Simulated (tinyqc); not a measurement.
Inputs raised by 2 %, one at a time: ballistic transport through the one-dimensional subbands of a rectangular nanowire or nanosheet channel. Computed by tinyqc, a small Python program. Command: `OMP_NUM_THREADS=1 python tinyqc.py 3007971 3007972 out.jsonl wire sens`. One thread of a shared host (Intel(R) Xeon(R) Processor @ 2.30GHz), about 0.06 s of CPU time with the checks.

Hard walls, parabolic subbands, transport along x. Energies are counted from the bulk conduction band edge at the top of the barrier, which the gate pulls down by U; the source Fermi level lies at the bulk edge when U = 0.

Inputs (values chosen for the exercise, modelled on GaAs):
```
quantity,value,unit
mass m,0.065,m_0
height a,8.4,nm
width b,13,nm
equivalent oxide thickness t,1.6,nm
gate voltage above flat band V_G,0.75,V
drain voltage V_D,0.05,V
temperature T,150,K
mean free path for back-scattering lambda,5.6,nm
channel length L,66,nm
```

Valleys: single isotropic valley.

Constants: hbar^2/(2 m_0) = 3.80998212 eV angstrom^2; k_B = 8.617333262e-05 eV/K; m_0 = 9.1093837015e-31 kg; k_B = 1.380649e-23 J/K; hbar = 1.054571817e-34 J s; eps_0 = 8.8541878128e-12 F/m; e = 1.602176634e-19 C; h = 6.62607015e-34 J s.

Method:
- E_pq = (hbar^2 pi^2/2)(p^2/(m_y b^2) + q^2/(m_z a^2)); m_x = m_y = m_z = m, degeneracy g = 1; the 10 lowest subbands are kept.
- F_j(eta) = (1/Gamma(j + 1)) int_0^infinity x^j/(1 + exp(x - eta)) dx, F_0 = ln(1 + exp(eta)). Integrals over x = E/(k_B T) use 160 Gauss-Legendre points in u = sqrt(x) from 0 to sqrt(max(eta, 0) + 32).
- With degeneracy g = 1, eta_i = (U - E_i)/(k_B T) and u = e V_D/(k_B T): line density n = sum_i g sqrt(2 m_x k_B T/pi)/(2 hbar) [F_-1/2(eta_i) + F_-1/2(eta_i - u)]; gate: e n = C_ox (V_G - U/e), C_ox = 3.9 eps_0 2 (a + b)/t (flat-plate estimate); I = (2 e k_B T/h) sum_i g [F_0(eta_i) - F_0(eta_i - u)].
- Linear conductance G = (2 e^2/h) sum_i g f(eta_i), g = 1, f = 1/(1 + exp(-eta_i)), with the barrier frozen at the eta_i above; current per perimeter I/(2(a + b)); with scattering, transmission lambda/(lambda + L) and low-bias resistance (1 + L/lambda)/G.

Runs:
```
input moved,from,to,line density n (1/nm),mean velocity I/(e n) (1e7 cm/s),ballistic conductance (microsiemens),low-bias resistance with scattering (kiloohm)
base run,-,-,1.476,0.7466,380.0,33.65
mass m (m_0),0.065,0.0663,1.504,0.7429,381.9,33.47
height a (nm),8.4,8.568,1.506,0.7532,383.7,33.32
equivalent oxide thickness t (nm),1.6,1.632,1.461,0.7483,378.7,33.77
gate voltage above flat band V_G (V),0.75,0.765,1.521,0.7411,383.0,33.38
drain voltage V_D (V),0.05,0.051,1.474,0.7616,380.1,33.63
mean free path for back-scattering lambda (nm),5.6,5.712,1.476,0.7466,380.0,33.04
channel length L (nm),66,67.32,1.476,0.7466,380.0,34.27
```

Exponents ln(y'/y) / ln(x'/x):
```
input,line density n,mean velocity I/(e n),ballistic conductance,low-bias resistance with scattering
mass m,0.947,-0.254,0.256,-0.256
height a,1.026,0.443,0.484,-0.484
equivalent oxide thickness t,-0.526,0.117,-0.180,0.180
gate voltage above flat band V_G,1.521,-0.376,0.393,-0.393
drain voltage V_D,-0.049,1.001,0.017,-0.017
mean free path for back-scattering lambda,0.000,0.000,0.000,-0.921
channel length L,0.000,0.000,0.000,0.922
```

Among the inputs moved here: line density n answers most in size to gate voltage above flat band V_G (exponent +1.521), next to height a (+1.026); its exponent is below 0.0005 for mean free path for back-scattering lambda, channel length L. mean velocity I/(e n) answers most in size to drain voltage V_D (exponent +1.001), next to height a (+0.443); its exponent is below 0.0005 for mean free path for back-scattering lambda, channel length L. ballistic conductance answers most in size to height a (exponent +0.484), next to gate voltage above flat band V_G (+0.393); its exponent is below 0.0005 for mean free path for back-scattering lambda, channel length L. low-bias resistance with scattering answers most in size to channel length L (exponent +0.922), and about equally to mean free path for back-scattering lambda (-0.921).
